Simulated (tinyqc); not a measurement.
G0W0 on RHF in the 6-31g basis, for H2, spin multiplicity 1, step by step. Computed by tinyqc, a small Python program that keeps every step (integrals from PySCF). Settings: charge = 0, multiplicity = 1, basis = 6-31g, method = RHF, energy threshold = 1e-10, iteration cap = 81, orthogonalisation = symmetric, start = core, DIIS depth = 6. Command: `OMP_NUM_THREADS=1 python tinyqc.py 23838 23839 out.jsonl` (the two numbers bound the seeds that draw the settings). One thread of a shared host (Intel(R) Xeon(R) Processor @ 2.60GHz), about 0.05 s of CPU time with the checks. The early iterations of the SCF are left out here.

## One-electron integrals

Geometry (angstrom):

| atom | x | y | z |
|---|---|---|---|
| H | 0.000000 | 0.000000 | 0.000000 |
| H | 0.000000 | 0.000000 | 0.694000 |

Basis 6-31g: exponents (1/bohr^2) and contraction coefficients of normalised primitives:

| element | l (shell) | exponent | coefficient |
|---|---|---|---|
| H | s (1) | 18.731137 | 0.033495 |
| H | s (1) | 2.825394 | 0.234727 |
| H | s (1) | 0.640122 | 0.813757 |
| H | s (2) | 0.161278 | 1.000000 |

Overlap, kinetic and nuclear-attraction integrals over the contracted functions; the nuclear repulsion is the sum of Za Zb / Rab.

nuclear repulsion = 0.76250319 hartree

overlap S, lower triangle:
```
          1H 1s     1H 2s     2H 1s     2H 2s
1H 1s  1.000000
1H 2s  0.658292  1.000000
2H 1s  0.497321  0.525067  1.000000
2H 2s  0.525067  0.870493  0.658292  1.000000
```

kinetic energy T (hartree), lower triangle:
```
          1H 1s     1H 2s     2H 1s     2H 2s
1H 1s  1.395678
1H 2s  0.259735  0.241917
2H 1s  0.286745  0.175719  1.395678
2H 2s  0.175719  0.191115  0.259735  0.241917
```

nuclear attraction V (hartree), lower triangle:
```
           1H 1s      1H 2s      2H 1s      2H 2s
1H 1s  -2.397518
1H 2s  -1.201039  -1.180568
2H 1s  -1.168576  -0.990612  -2.397518
2H 2s  -0.990612  -1.066210  -1.201039  -1.180568
```

core Hamiltonian H = T + V (hartree), lower triangle:
```
           1H 1s      1H 2s      2H 1s      2H 2s
1H 1s  -1.001840
1H 2s  -0.941304  -0.938652
2H 1s  -0.881831  -0.814893  -1.001840
2H 2s  -0.814893  -0.875094  -0.941304  -0.938652
```

## Two-electron integrals

Functions are numbered as in S; the eight-fold symmetry (ij|kl) = (ji|kl) = (kl|ij) leaves the list below.

Two-electron integrals (ij|kl) in chemists' order, unique and non-zero (hartree):
```
(11|11) 1.076566   (21|11) 0.578470   (21|21) 0.329423   (22|11) 0.587396
(22|21) 0.361304   (22|22) 0.453150   (31|11) 0.453458   (31|21) 0.256750
(31|22) 0.277978   (31|31) 0.240853   (32|11) 0.366974   (32|21) 0.221111
(32|22) 0.263664   (32|31) 0.213359   (32|32) 0.208688   (33|11) 0.692119
(33|21) 0.422233   (33|22) 0.507384   (33|31) 0.453458   (33|32) 0.455430
(33|33) 1.076566   (41|11) 0.455430   (41|21) 0.260137   (41|22) 0.286674
(41|31) 0.213359   (41|32) 0.187005   (41|33) 0.366974   (41|41) 0.208688
(42|11) 0.492072   (42|21) 0.304119   (42|22) 0.385533   (42|31) 0.251090
(42|32) 0.247181   (42|33) 0.492072   (42|41) 0.247181   (42|42) 0.343379
(43|11) 0.422233   (43|21) 0.258589   (43|22) 0.317588   (43|31) 0.256750
(43|32) 0.260137   (43|33) 0.578470   (43|41) 0.221111   (43|42) 0.304119
(43|43) 0.329423   (44|11) 0.507384   (44|21) 0.317588   (44|22) 0.414519
(44|31) 0.277978   (44|32) 0.286674   (44|33) 0.587396   (44|41) 0.263664
(44|42) 0.385533   (44|43) 0.361304   (44|44) 0.453150
```

## Orthogonalisation

S = U s U^T; symmetric (Loewdin) form X = U s^(-1/2) U^T, so that X^T S X = 1.

eigenvalues of S: 0.086826  0.485929  0.545360  2.881886

X, lower triangle:
```
           1H 1s      1H 2s      2H 1s     2H 2s
1H 1s   1.310808
1H 2s  -0.505089   2.074915
2H 1s  -0.233163   0.087507   1.310808
2H 2s   0.087507  -1.128954  -0.505089  2.074915
```

## Starting guess

The start is the orbitals of the core Hamiltonian; D = 2 C_occ C_occ^T.

D at the start, lower triangle:
```
          1H 1s     1H 2s     2H 1s     2H 2s
1H 1s  0.399180
1H 2s  0.134282  0.045171
2H 1s  0.399180  0.134282  0.399180
2H 2s  0.134282  0.045171  0.134282  0.045171
```

## Iteration 9 (converged): orbitals

converged F (hartree), lower triangle:
```
           1H 1s      1H 2s      2H 1s      2H 2s
1H 1s  -0.069530
1H 2s  -0.522460  -0.340167
2H 1s  -0.585757  -0.531763  -0.069530
2H 2s  -0.531763  -0.374114  -0.522460  -0.340167
```

Diagonalise F' = X^T F X, C = X C', fill 1 alpha and 1 beta electrons from the bottom; D = 2 C_occ C_occ^T. Each column has its largest component positive (the first on a tie).

F' = X^T F X (hartree), lower triangle:
```
           1          2          3         4
1   0.644382
2  -0.584484   0.286926
3  -0.581121  -0.096998   0.644382
4  -0.096998  -0.207489  -0.584484  0.286926
```

orbital energies (hartree): MO1 -0.610181, MO2 0.250644, MO3 0.752878, MO4 1.469274

coefficients C:
```
            MO1        MO2        MO3        MO4
1H 1s  0.334462   0.113510   0.745642  -1.163883
1H 2s  0.260140   1.838846  -0.683327   1.388028
2H 1s  0.334462  -0.113510   0.745642   1.163883
2H 2s  0.260140  -1.838846  -0.683327  -1.388028
```

D after iteration 9, lower triangle:
```
          1H 1s     1H 2s     2H 1s     2H 2s
1H 1s  0.223730
1H 2s  0.174014  0.135346
2H 1s  0.223730  0.174014  0.223730
2H 2s  0.174014  0.135346  0.174014  0.135346
```

## Convergence

Stop when the energy changes by less than 1e-10 hartree and every element of the error matrix X^T (F D S - S D F) X is below 3e-06.

Course of the cycle:

| iteration | E (hartree) | change | largest element of the error matrix |
|---|---|---|---|
| 1 | -1.07025441 | - | 1.74e-01 |
| 2 | -1.12441660 | -5.42e-02 | 2.83e-02 |
| 3 | -1.12579874 | -1.38e-03 | 3.17e-04 |
| 4 | -1.12579889 | -1.46e-07 | 1.27e-04 |
| 5 | -1.12579890 | -1.69e-08 | 7.90e-05 |
| 6 | -1.12579891 | -5.08e-09 | 5.73e-05 |
| 7 | -1.12579891 | -2.18e-09 | 4.50e-05 |
| 8 | -1.12579891 | -3.48e-09 | 1.89e-07 |
| 9 | -1.12579891 | -6.22e-14 | 7.19e-10 |

PySCF RHF in the same basis = -1.12579891 hartree

Converged in 9 iterations.

## Populations, bond orders and dipole

Mulliken: Z minus the diagonal of D S on the atom; Loewdin: the same with S^(1/2) D S^(1/2); Mayer order: 2 sum_s sum (D(s) S)_ij (D(s) S)_ji over the two atoms.

Charges (e):

| atom | Mulliken | Loewdin |
|---|---|---|
| 1H | 0 | 0 |
| 2H | 0 | 0 |

Mayer bond orders:

| pair | order |
|---|---|
| 2-1 | 1.000000 |

dipole moment about the origin, x y z (debye): 0.000000  0.000000  0.000000

## Integrals over molecular orbitals

(pq|rs) = sum C_ip C_jq C_kr C_ls (ij|kl), one index at a time.

one-electron integrals over orbitals h = C^T H C (hartree), lower triangle:
```
           1          2          3         4
1  -1.278121
2   0.000000  -0.538454
3  -0.173265   0.000000  -0.209129
4   0.000000   0.208524   0.000000  0.246836
```

Two-electron integrals over orbitals (pq|rs), unique and non-zero (hartree):
```
(11|11) 0.667940    (21|21) 0.074975    (22|11) 0.432037    (22|22) 0.383475
(31|11) 0.173265    (31|22) 0.046667    (31|31) 0.111631    (32|21) -0.023071
(32|32) 0.037342    (33|11) 0.536819    (33|22) 0.378266    (33|31) 0.119426
(33|33) 0.461960    (41|21) -0.078200   (41|32) -0.016562   (41|41) 0.142542
(42|11) -0.143362   (42|22) -0.051726   (42|31) -0.070891   (42|33) -0.094306
(42|42) 0.064244    (43|21) -0.076485   (43|32) 0.001764    (43|41) 0.121210
(43|43) 0.118917    (44|11) 0.682490    (44|22) 0.440680    (44|31) 0.206700
(44|33) 0.555474    (44|42) -0.167077   (44|44) 0.762119
```

## Screening: direct RPA

With D = e_a - e_i and K = (ia|jb): diagonalise D^(1/2) (D + 4K) D^(1/2) = Z w^2 Z^T; X + Y = D^(1/2) Z w^(-1/2), each column of Z with its largest component positive (the first on a tie); E_c = (sum w - tr (D + 2K)) / 2.

D^(1/2) (D + 4K) D^(1/2) (hartree^2), lower triangle:
```
           1>2       1>3       1>4
1>2   0.999182
1>3   0.000000  2.466569
1>4  -0.418501  0.000000  5.509771
```

excitation energies w (hartree): 0.980144  1.570531  2.355477

X + Y:
```
            1         2          3
1>2  0.933217  0.000000  -0.055381
1>3  0.000000  0.931610   0.000000
1>4  0.133436  0.000000   0.935632
```

RPA correlation energy = -0.02774181 hartree

## G0W0 on Hartree-Fock: HOMO

W(p,q,m) = sqrt2 sum_ia (pq|ia) (X+Y)_ia,m; Sigma_c(x) = sum_(i,m) W^2/(x - e_i + w_m) + sum_(a,m) W^2/(x - e_a - w_m); solve x = e_p + Sigma_c(x) by Newton steps; Z = 1/(1 - dSigma/dx); 1 hartree = 27.211386 eV.

The 12 largest terms at x = e_p (hartree; W for the signs of X + Y given):

| q | m | W | term |
|---|---|---|---|
| 1 | 2 | 0.228276 | 0.033180 |
| 4 | 3 | 0.194734 | -0.008551 |
| 3 | 2 | 0.147073 | -0.007373 |
| 2 | 1 | 0.084193 | -0.003850 |
| 2 | 3 | -0.109345 | -0.003717 |
| 4 | 1 | -0.076307 | -0.001903 |

Newton steps (hartree):

| step | x | Sigma_c(x) | Z |
|---|---|---|---|
| 0 | -0.610181 | 0.007785 | 0.971405 |
| 1 | -0.602619 | 0.007563 | 0.971552 |
| 2 | -0.602618 | 0.007563 | 0.971552 |

quasiparticle energy of the HOMO = -16.398075 eV

Hartree-Fock value = -16.603871 eV

## G0W0 on Hartree-Fock: LUMO

As before.

The 12 largest terms at x = e_p (hartree; W for the signs of X + Y given):

| q | m | W | term |
|---|---|---|---|
| 1 | 1 | 0.084193 | 0.003850 |
| 1 | 3 | -0.109345 | 0.003717 |
| 4 | 2 | -0.093399 | -0.003128 |
| 2 | 2 | 0.061484 | -0.002407 |
| 3 | 1 | -0.033574 | -0.000760 |
| 3 | 3 | -0.020107 | -0.000141 |

Newton steps (hartree):

| step | x | Sigma_c(x) | Z |
|---|---|---|---|
| 0 | 0.250644 | 0.001131 | 0.993578 |
| 1 | 0.251768 | 0.001124 | 0.993577 |
| 2 | 0.251768 | 0.001124 | 0.993577 |

quasiparticle energy of the LUMO = 6.850964 eV

Hartree-Fock value = 6.820376 eV
